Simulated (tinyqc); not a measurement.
# Worked calculation: on-chip power grid, static voltage drop by conjugate gradients

Program tinyqc, `OMP_NUM_THREADS=1 python tinyqc.py 2770193 2770194 out.jsonl`; Intel Xeon 2.30GHz, shared host, one thread, about 0.3 s. Printed values are rounded.

A grid of 4 rows and 4 columns, node k = 4 row + column. Neighbours in a row are joined by Rx, in a column by Ry; pad nodes, which reach the supply through Rp: 0, 12. Each node draws I0, node 5 draws kh I0. The drops u = Vdd - V solve G u = i, with G the conductance matrix (1/Rp added on the diagonal at pad nodes).

Inputs (values chosen for the exercise):
- Vdd = 0.7 V (supply voltage)
- Rx = 1.1 ohm (resistance of a horizontal segment)
- Ry = 0.14 ohm (resistance of a vertical segment)
- Rp = 0.26 ohm (resistance from a pad node to the supply)
- I0 = 1 mA (load current of an ordinary node)
- kh = 5 (factor on the load at the hot node)

## Diagonal of G, loads and first direction

G_kk = sum of the conductances at node k. Start u = 0, so the residual is r = i; p = r.

G_kk (S):
```
         col 0    col 1    col 2    col 3
row 0  11.8981  8.96104  8.96104  8.05195
row 1  15.1948  16.1039  16.1039  15.1948
row 2  15.1948  16.1039  16.1039  15.1948
row 3  11.8981  8.96104  8.96104  8.05195
```

r at the start (mA):
```
       col 0  col 1  col 2  col 3
row 0      1      1      1      1
row 1      1      5      1      1
row 2      1      1      1      1
row 3      1      1      1      1
```

p at the start (mA):
```
       col 0  col 1  col 2  col 3
row 0      1      1      1      1
row 1      1      5      1      1
row 2      1      1      1      1
row 3      1      1      1      1
```

## Iteration 1: conjugate-gradient step

u at the start (mV):
```
       col 0  col 1  col 2  col 3
row 0      0      0      0      0
row 1      0      0      0      0
row 2      0      0      0      0
row 3      0      0      0      0
```

q = G p; a = (r.r)/(p.q); u(new) = u + a p; r(new) = r - a q; b = (r.r)(new)/(r.r); p(new) = r(new) + b p.

q (mA S):
```
         col 0     col 1    col 2   col 3
row 0   3.8462  -28.5714   0.0000  0.0000
row 1  -3.6364   64.4156  -3.6364  0.0000
row 2   0.0000  -28.5714   0.0000  0.0000
row 3   3.8462    0.0000   0.0000  0.0000
```

a = 0.150742 ohm

u after iteration 1 (mV):
```
          col 0     col 1     col 2     col 3
row 0  0.150742  0.150742  0.150742  0.150742
row 1  0.150742  0.753708  0.150742  0.150742
row 2  0.150742  0.150742  0.150742  0.150742
row 3  0.150742  0.150742  0.150742  0.150742
```

r after iteration 1 (mA):
```
         col 0     col 1    col 2    col 3
row 0  0.42022   5.30690  1.00000  1.00000
row 1  1.54815  -4.71011  1.54815  1.00000
row 2  1.00000   5.30690  1.00000  1.00000
row 3  0.42022   1.00000  1.00000  1.00000
```

b = 2.31646

p after iteration 1 (mA):
```
         col 0    col 1    col 2    col 3
row 0  2.73668  7.62336  3.31646  3.31646
row 1  3.86461  6.87218  3.86461  3.31646
row 2  3.31646  7.62336  3.31646  3.31646
row 3  2.73668  3.31646  3.31646  3.31646
```

## Iteration 2: conjugate-gradient step

As before.

q (mA S):
```
         col 0     col 1    col 2    col 3
row 0  -1.9734   13.7234  -7.8307   0.0000
row 1   9.2378   -5.2629   5.5949  -0.4983
row 2  -3.6895   43.9599  -7.8307   0.0000
row 3   5.8574  -30.2365   0.0000   0.0000
```

a = 0.303382 ohm

u after iteration 2 (mV):
```
         col 0    col 1    col 2    col 3
row 0  0.98100  2.46353  1.15690  1.15690
row 1  1.32319  2.83860  1.32319  1.15690
row 2  1.15690  2.46353  1.15690  1.15690
row 3  0.98100  1.15690  1.15690  1.15690
```

r after iteration 2 (mA):
```
         col 0    col 1    col 2   col 3
row 0   1.0189   1.1435   3.3757  1.0000
row 1  -1.2544  -3.1135  -0.1492  1.1512
row 2   2.1193  -8.0297   3.3757  1.0000
row 3  -1.3568  10.1732   1.0000  1.0000
```

b = 2.33174

p after iteration 2 (mA):
```
        col 0    col 1    col 2   col 3
row 0  7.4001  18.9191  11.1088  8.7331
row 1  7.7568  12.9107   8.8620  8.8843
row 2  9.8524   9.7459  11.1088  8.7331
row 3  5.0244  17.9063   8.7331  8.7331
```

## Course of the conjugate-gradient iteration

Stop when |r| is below 1e-9 mA.

Course of the iteration:
```
iteration  largest u (mV)  |r| (mA)
1                0.753708      9.63
2                 2.83860      14.7
3                 4.63920      9.94
4                 5.04963      12.0
5                 5.91401      9.31
6                 6.63801      11.2
7                 8.67747      9.53
8                 9.34421      7.92
9                 9.88310      4.61
10                10.3171      3.96
11                10.5555      2.04
12                10.6330     0.857
13                10.6512     0.360
14                10.6396     0.212
15                10.6342    0.0312
16                10.6370   < 1e-12
```

Converged in 16 iterations for 16 unknowns; in exact arithmetic the method needs at most 16. The condition number of the matrix is 202. Gauss-Seidel sweeps in node order need 991 to reach the same residual.

## Worst drop, pad currents and power lost

converged u (mV):
```
        col 0   col 1   col 2    col 3
row 0  2.6126  7.3484  9.5475  10.6370
row 1  3.2766  7.5313  9.5487  10.6357
row 2  3.2591  7.2989  9.5283  10.6327
row 3  2.5874  7.1570  9.5111  10.6303
```

Pad current u/Rp; worst drop as a share of Vdd; power lost in the grid and pads sum_k i_k u_k; power delivered sum_k i_k (Vdd - u_k).

worst drop = 10.6370 mV
share of Vdd = 1.51957 %
pad currents (mA): node 0 10.0483, node 12 9.95167
power lost = 0.151868 mW
power delivered = 13.8481 mW

The pad currents add up to the total load, 20.00 mA. The worst drop is at node 3, not at the hot node.
